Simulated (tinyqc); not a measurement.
# Q-state Potts model on a small periodic square lattice: enumeration, Metropolis, heat-bath and Wolff steps, step by step

A worked calculation. Computed by tinyqc, a small Python program that keeps every step. Command: `OMP_NUM_THREADS=1 python tinyqc.py 3114078 3114079 out.jsonl potts walk`. One thread of a shared host (Intel(R) Xeon(R) Processor @ 2.30GHz), about 0.08 s of CPU time with the checks. Intermediate numbers are printed to about 6 digits and carried at full precision; extremes and crossings named in words are read from the listed rows.

E = -J x (number of nearest-neighbour bonds with equal states); n x n sites with periodic edges have 2 n^2 bonds. Order parameter m = (q f - 1)/(q - 1), f being the largest share of one state. Sites are numbered row by row from 0. Here q = 4 and n = 3.

Inputs (values chosen for the exercise, for a model of domains or grain orientations):
```
quantity            value  unit
number of states q      4     -
edge n                  3     -
coupling J             50   meV
temperature T         475     K
seed                59041     -
```

Update: Wolff cluster.

Constants: k_B = 8.617333262e-05 eV/K.

## Scales

K = J/(k_B T); the infinite square lattice orders at K_c = ln(1 + sqrt(q)); Wolff bond probability p = 1 - exp(-K).

K = 1.22153

K_c = 1.09861

T_c of the infinite lattice = 528.144 K

p = 0.705221

## Density of states

All q^(n^2) states are counted by their number b of equal bonds; weights g(b) exp(K b), K = J/(k_B T). Per site: u = -J <b>/n^2, c/k_B = K^2 (<b^2> - <b>^2)/n^2.

States by number of equal bonds:
```
b    g(b)  probability
0    1056  5.56860e-08
1    6048  1.08192e-06
2   26568  1.61230e-05
3   45360  9.33821e-05
4   63936  4.46518e-04
5   48384  1.14630e-03
6   34884  2.80366e-03
7   19872  5.41806e-03
8   10368  9.58960e-03
9    2784  8.73530e-03
10   2052  2.18418e-02
11    432  1.55990e-02
12    288  3.52785e-02
14    108  1.52246e-01
18      4  7.46784e-01
```

The most probable level has b = 18 of 18 bonds.

## Exact averages

ln Z = ln sum g(b) exp(K b); entropy per site s/k_B = (ln Z - K <b>)/n^2.

<b> = 16.6048

energy u = -92.2490 meV/site

heat capacity c = 1.15296 k_B/site

entropy s = 0.375835 k_B/site

## Order parameter

The same sums with m: <m> and the Binder ratio U = 1 - <m^4>/(3 <m^2>^2).

<m> = 0.934711

Binder ratio U = 0.648131

## One Wolff cluster

start states:
```
   1  2  3
1  3  2  1
2  3  2  1
3  1  3  3
```

random numbers, used in turn: 0.2759  0.1245  0.1448  0.1045  0.5356  0.4645  0.5725  0.6406  0.5975  0.6580  0.4534  0.2204  0.9839  0.6444  0.6254  0.3146  0.3171  0.9523  0.1565  0.5885  0.7565  0.3230  0.1758  0.8390  0.9373  0.8516  0.9721  0.5448  0.3611  0.6095  0.3061  0.3215  0.1548  0.5269  0.6421  0.2283  0.3501  0.7712

Seed site = floor(r n^2); new state = (old + 1 + floor(r (q - 1))) mod q. Sites are taken first in, first out; each neighbour (right, left, below, above) with the seed state and not yet in the cluster joins if the next r < p. The cluster then takes the new state.

Bonds tested:
```
from  to       r  result
2      5  0.1448   joins
```

seed site = 2

cluster size = 2

states afterwards:
```
   1  2  3
1  3  2  2
2  3  2  2
3  1  3  3
```

## A longer run and its error bar

After 400 updates are discarded, b is recorded for 4000 cluster flips of the update named (random numbers not printed, so these rows are one sample). Records are averaged in blocks; the error is the scatter of block means over sqrt(number of blocks), and the last column its square over that for single records.

Blocking:
```
block length    mean b     error  variance ratio
1             16.70925  0.039906         1.00000
4             16.70925  0.068407         2.93852
16            16.70925  0.099055         6.16152
40            16.70925  0.108563         7.40113
100           16.70925  0.125391         9.87345
```

The run gives 16.709 +/- 0.109 (blocks of 40) against the exact 16.605, a difference of 1.0 error bars. Single records understate the error by a factor of about 2.7, because successive records are correlated.

## Across the transition

m and U = 1 - <m^4>/(3 <m^2>^2) from the same sums; K = K_c T_c/T.

Exact values for this lattice:
```
T/T_c  share of equal bonds  c (k_B/site)       <m>         U
0.50               0.999029       0.03874  0.999335  0.666546
0.70               0.985528       0.32687  0.989219  0.664286
0.85               0.945565       0.90265  0.955516  0.654798
0.95               0.892970       1.40626  0.907194  0.638595
1.00               0.858440       1.61963  0.874039  0.626098
1.10               0.778705       1.82864  0.794557  0.591632
1.25               0.659159       1.59038  0.669786  0.523088
1.50               0.521133       0.86995  0.519340  0.414918
2.00               0.405892       0.28627  0.391209  0.323174
3.00               0.336431       0.08243  0.317588  0.301231
```

c is largest, 1.83 k_B, at T/T_c = 1.1: on so small a lattice the transition is a broad bump. At T_c the infinite lattice has a share (1 + 1/sqrt(q))/2 = 0.750 of equal bonds, against 0.858 here. <m> stays at 0.32 at 3 T_c, since the largest share among 9 sites always exceeds 1/q on average.

Checks made by the program: number of states (relative difference below 1e-10).
